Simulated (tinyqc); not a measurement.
Cylindrical quantum wire, step by step. Values are carried at full precision from step to step, so a last printed digit may differ when a step is redone from the rounded ones.

With hard walls E = c (x/R)^2/mw, x a zero of J_m: (1,0) 2.404826; (2,0) 5.520078; (1,1) 3.831706; (2,1) 7.015587; (1,2) 5.135622; (2,2) 8.417244; (1,3) 6.380162; (2,3) 9.761023.

Constants: hbar^2/2m0 = 3.80998211 eV angstrom^2.

Parameters, chosen for this exercise (near those of a non-polar GaN wire in AlN; the results hold for these values, not for the real material):
```
symbol  value   unit      meaning
R       20      angstrom  radius
mw      0.199   m0        mass inside
V0      1.993   eV        barrier height
mb      0.333   m0        mass outside
E       0.2041  eV        trial energy
```

## Hard-wall levels

The six lowest of these, with their orbital degeneracy; c = hbar^2/2m0.

Hard walls:
```
state  degeneracy       x  E (eV)
(1,0)           1  2.4048  0.2768
(1,1)           2  3.8317  0.7027
(1,2)           2  5.1356  1.2624
(2,0)           1  5.5201  1.4585
(1,3)           2  6.3802  1.9484
(2,1)           2  7.0156  2.3558
```

The ballistic conductance steps are 2, 4, 4, 2 e^2/h as EF passes the first four edges (spin included, one valley). The real barrier, V0 = 1.993 eV, lies below 1 value at the end of the list.

## The matching condition at a trial energy

A cylinder of radius R, isotropic masses, c = hbar^2/2m0, k = sqrt(mw E/c), kappa = sqrt(mb (V0 - E)/c). State (n, m) is J_m(k r) inside and K_m(kappa r) outside; psi and psi'/m are continuous: (k/mw) J_m'(kR)/J_m(kR) = (kappa/mb) K_m'(kappa R)/K_m(kappa R).

Both sides for the lowest state, with J_0' = -J_1 and K_0' = -K_1.

k R = 2.0650
kappa R = 7.9083
left side = -1.5899 1/angstrom
right side = -1.2604 1/angstrom

The left side falls with E and the right side rises; here the left is the smaller, so the level lies below the trial energy.

## Bound levels

All roots below V0 for angular numbers 0 to 3, two each at most; the last column is the ratio to the hard-wall level.

Finite barrier:
```
state  degeneracy  E (eV)     k R  E/E(hard)
(1,0)           1  0.1900  1.9922      0.686
(1,1)           2  0.4825  3.1750      0.687
(1,2)           2  0.8631  4.2465      0.684
(2,0)           1  1.0027  4.5771      0.688
(1,3)           2  1.3186  5.2486      0.677
(2,1)           2  1.5985  5.7789      0.679
```

6 levels of these are bound; the lowest reaches 69 % of its hard-wall value.

## Checks

- Lowest level by radial finite differences against the matching condition, eV: both 0.1900.

Computed by tinyqc, a small Python program: `OMP_NUM_THREADS=1 python tinyqc.py 1281199 1281200 out.jsonl` (the numbers bound the seed that draws the inputs); one thread of a shared host (Intel(R) Xeon(R) Processor @ 2.30GHz), about 0.04 s for the whole set of steps.
